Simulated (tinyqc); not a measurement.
Geometry relaxation of a small cluster: one step, computed by the program tinyqc.

E = sum_(i<j) phi(r_ij), phi(r) = eps [exp(-2 alpha (r - r0)) - 2 exp(-alpha (r - r0))]; the force on i is -sum_j phi'(r_ij) (R_i - R_j)/r_ij.

Question. The first two steps. Conjugate gradient (Polak-Ribiere): d = F + beta d(old), beta = max(0, F.(F - F(old))/|F(old)|^2), d = F at first; step length from one secant, s = eta (F.d)/(F.d - F(R + eta d).d), replaced by eta if that is not positive; R(new) = R + s d. No atom moves more than 0.3 angstrom a step (the whole step is scaled). Stop when the largest force component is below 1e-5 eV/angstrom.

Inputs (values chosen for the exercise, for model atoms):
```
quantity         value           unit
length r0         2.57       angstrom
well depth eps    0.76             eV
stiffness alpha   1.59     1/angstrom
step factor eta  0.047  angstrom^2/eV
```

Potential: Morse. Method: conjugate gradient.

starting positions (angstrom):
```
           x      y      z
atom 1  0.23  -0.04   0.12
atom 2  2.47  -0.04  -0.11
atom 3  2.45   2.68    0.2
atom 4  0.23   2.32   0.14
atom 5  1.31   1.28   2.01
atom 6   1.3   1.14  -1.72
```

Give: positions after step 1; energy after step 1; positions after step 2; energy after step 2.

Answer.

positions after step 1 (angstrom):
```
            x       y       z
atom 1  0.101  -0.107   0.155
atom 2  2.612  -0.035  -0.041
atom 3  2.556   2.655   0.185
atom 4  0.088   2.380   0.120
atom 5  1.342   1.249   2.021
atom 6  1.292   1.198  -1.800
```

energy after step 1 = -9.671 eV

positions after step 2 (angstrom):
```
            x       y       z
atom 1  0.101  -0.114   0.161
atom 2  2.613   0.087   0.054
atom 3  2.564   2.508   0.141
atom 4  0.028   2.412   0.103
atom 5  1.387   1.200   1.905
atom 6  1.296   1.246  -1.724
```

energy after step 2 = -9.842 eV
